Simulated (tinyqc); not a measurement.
Inside a calculation: two-dimensional electron gas with Rashba and Dresselhaus coupling. Values are carried at full precision from step to step, so a last printed digit may differ when a step is redone from the rounded ones.

H = c k^2/m + al (ky sx - kx sy) + b1 (kx sx - ky sy) + gam kx ky (kx sy - ky sx), s the Pauli matrices, x = [100], c = hbar^2/2m0, b1 = gam (pi/L)^2 (hard walls). H = c k^2/m + B.s, so E = c k^2/m -/+ |B| and the lower state has its spin along -B.

Constants: hbar^2/2m0 = 3.80998211 eV angstrom^2; hbar = 6.58211957e-16 eV s.

Inputs chosen for the exercise (of the size met in GaN; shifted at random, so the results belong to these values and not to a real crystal): m = 0.2177 m0 (mass); al = 0.0057 eV angstrom (Rashba constant); gam = 0 eV angstrom^3 (bulk Dresselhaus constant); L = 84 angstrom (width of the (001) well); n = 5.9 1e11/cm^2 (sheet density (one subband filled)); phi = 15 degrees (angle of k from [100]).

## Scales

b1; mean Fermi wave vector k0 = sqrt(2 pi n) (1e11/cm^2 = 1e-5/angstrom^2); E0 = c k0^2/m; b3 = gam k0^2/4; kR = al m/(2c) and ER = al kR/2, the shift and depth of a pure Rashba band.

b1 = 0 eV angstrom
k0 = 0.01925 1/angstrom
E0 = 6.488 meV
b3 = 0 eV angstrom
kR = 0.0001628 1/angstrom
ER = 0.0004641 meV

There is no Dresselhaus term; kR is 0.8 % of k0.

## Spin-orbit field at one point of the Fermi circle

k = k0 (cos phi, sin phi). Form B, the splitting 2|B| and the direction of the lower spin, atan2(-By, -Bx).

Bx, By (meV): 0.0284  -0.1060

splitting = 0.2195 meV
direction of the lower spin = 105.0 degrees

## The matrix

H = [[E0, Bx - i By], [Bx + i By, E0]] in meV; diagonalise. Precession period h/(2|B|) = 2 pi hbar/(splitting).

H (meV):
```
                  up            down
up            6.4878  0.0284+0.1060i
down  0.0284-0.1060i          6.4878
```

levels (meV): 6.3780  6.5975

period = 18.8 ps

## The two wave vectors at the energy E0 along this direction

Solve c k^2/m -/+ |B(k)| = E0. The spin turns by (k_outer - k_inner) per length, so a half turn takes pi/(difference).

k (1/angstrom): outer 0.019417, inner 0.019092

difference = 0.0003257 1/angstrom
length of a half turn = 964.6 nm

For linear terms alone the difference is (m/c)|B|/k, whatever the energy: every electron along this direction turns alike, the basis of the spin transistor.

## Checks

- Difference of the Fermi wave vectors without Dresselhaus terms against al m/c: both 0.00032569.

tinyqc: `OMP_NUM_THREADS=1 python tinyqc.py 1481149 1481150 out.jsonl`; about 0.01 s, one thread, shared Intel(R) Xeon(R) Processor @ 2.30GHz.
